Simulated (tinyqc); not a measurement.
Junction parameters from two forward currents.

Problem. D(v) = J1 (exp(v/Vt) - 1) + J2 (exp(v/(2 Vt)) - 1). Find J1, J2 and the voltage 2 Vt ln(J2/J1) near which both parts are equal.

Inputs (values chosen for the exercise):
```
symbol,value,unit,meaning
T,300,K,temperature
```

Constants: q = 1.602176634e-19 C, kB = 1.380649e-23 J/K, Vt = kB T/q. Results are converted to the units shown.

junction voltages (V): [0.33, 0.65]
currents (uA/um): [2.9474877e-6, 0.084352651]

Answer. The current is linear in J1 and J2, so two points give two equations.

J1 = 1.000e-12 uA/um
J2 = 4.400e-9 uA/um
crossover = 0.4338 V

tinyqc, about 0.2 s, one thread, Intel Xeon 2.30GHz (shared host): `OMP_NUM_THREADS=1 python tinyqc.py 2182024 2182025 out.jsonl`
